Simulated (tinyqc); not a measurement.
Approximations to the ground state: Holstein polaron on two sites. Computed by tinyqc, a small Python program. Command: `OMP_NUM_THREADS=1 python tinyqc.py 3014383 3014384 out.jsonl holstein walk`. One thread of a shared host (Intel(R) Xeon(R) Processor @ 2.30GHz), about 0.01 s of CPU time with the checks.

One electron on sites 1 and 2: H = -t (c1+ c2 + c2+ c1) + hbar omega sum_i b_i+ b_i - g hbar omega sum_i n_i (b_i + b_i+). The symmetric phonon shifts the energy by -g^2 hbar omega/2 and drops out; with b = (b_1 - b_2)/sqrt(2) there remains H = -t sigma_x + hbar omega b+ b - (g hbar omega/sqrt(2)) sigma_z (b + b+). Parity splits it into blocks p = +1 and -1 over phonon numbers n. Zero-point energies are left out. Weights Z refer to mode b alone; the displaced symmetric mode multiplies the full zero-phonon weight by exp(-g^2/2).

Inputs (values chosen for the exercise, for a model dimer): hopping t = 4.4 meV; phonon energy hbar omega = 31.4 meV; coupling g = 0.71.

Method:
- Polaron binding energy E_p = g^2 hbar omega; ratio E_p/t (the adiabatic potential has two wells when it exceeds 1); adiabaticity hbar omega/t.
- Block p: H_nn = n hbar omega - p t (-1)^n - g^2 hbar omega/2, H_(n,n+1) = -(g hbar omega/sqrt(2)) sqrt(n + 1).
- Use 60 levels in both blocks; Z = c_0^2 is the weight of n = 0 in the ground state c; the splitting is the lowest odd level less the lowest even one, which without coupling is the smaller of 2t and hbar omega; <sigma_x> = sum (-1)^n c_n^2 measures the kinetic energy.
- Second order: E = -t - E_p/2 - (E_p/2) hbar omega/(hbar omega + 2t). Lang-Firsov: E = -E_p - t exp(-g^2). Variable displacement: E(x) = -E_p/2 - t exp(-g^2 x^2) - (E_p/2)(2x - x^2), minimised over 0 <= x <= 1. Adiabatic, classical lattice: E = -E_p/2 - t for E_p < t, else -E_p - t^2/(2 E_p); it leaves out the change of zero-point energy.

E_p = 15.82874 meV

E_p/t = 3.59744

ground-state energy = -18.7515 meV

hbar omega/t = 7.13636

splitting/(2t) = 0.595682

Ground-state energy (meV):
```
method                       E  E - exact
second order in g      -18.496     0.2552
Lang-Firsov            -18.487     0.2649
variable displacement  -18.709     0.0421
adiabatic, classical   -16.440     2.3112
```

best displacement x = 0.83532

What follows from these numbers?

Closest here is variable displacement (+0.04 meV), furthest adiabatic, classical (+2.31 meV), at hbar omega/t = 7.14 and E_p/t = 3.60. Lang-Firsov and variable displacement are variational and lie above the exact value. The Lang-Firsov narrowing exp(-g^2) = 0.604 compares with the exact splitting ratio 0.596.

Extremes, crossings and ranges named in words are read from the listed rows.
